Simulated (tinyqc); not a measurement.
Quantum well in an electric field by finite differences: one step. Lowest levels on the coarse grid. Two cases, with inputs chosen for the exercise.

Question. Diagonalise the symmetric tridiagonal matrix; give the three lowest levels and the weights u_i^2 (sum 1) of the two lowest.

Give: levels; weights on the points.

Case 1.

diagonal H_ii (eV): [0.785266, 0.790466, 0.886222, 0.911350, 1.091921, 1.097121, 1.102321, 1.107521, 0.937350, 0.922622, 0.837266, 0.842466]

H_(i,i+1) (eV): [-0.283933, -0.283933, -0.374490, -0.549860, -0.549860, -0.549860, -0.549860, -0.549860, -0.374490, -0.283933, -0.283933]

Answer.

levels (eV): [0.0501, 0.2104, 0.3851]

weights on the points:
```
             1      2      3      4      5      6      7      8      9     10     11     12
level 1  0.001  0.007  0.034  0.123  0.179  0.203  0.190  0.146  0.090  0.022  0.004  0.000
level 2  0.011  0.047  0.112  0.193  0.111  0.009  0.033  0.150  0.204  0.094  0.030  0.006
```

Case 2.

diagonal H_ii (eV): [1.497979, 1.509979, 1.670494, 1.575118, 1.854227, 1.866227, 1.878227, 1.890227, 1.635118, 1.754494, 1.617979, 1.629979]

H_(i,i+1) (eV): [-0.520489, -0.520489, -0.669005, -0.936114, -0.936114, -0.936114, -0.936114, -0.936114, -0.669005, -0.520489, -0.520489]

Answer.

levels (eV): [0.0937, 0.3899, 0.7409]

weights on the points:
```
             1      2      3      4      5      6      7      8      9     10     11     12
level 1  0.001  0.005  0.030  0.123  0.186  0.212  0.194  0.144  0.083  0.017  0.003  0.000
level 2  0.008  0.034  0.097  0.204  0.122  0.009  0.040  0.170  0.213  0.079  0.021  0.004
```

Computed by tinyqc, one run a case: `OMP_NUM_THREADS=1 python tinyqc.py N N+1 out.jsonl` with N = 1250576, 1250823; one thread of a shared Intel(R) Xeon(R) Processor @ 2.30GHz, about 0.02 s a run at most.
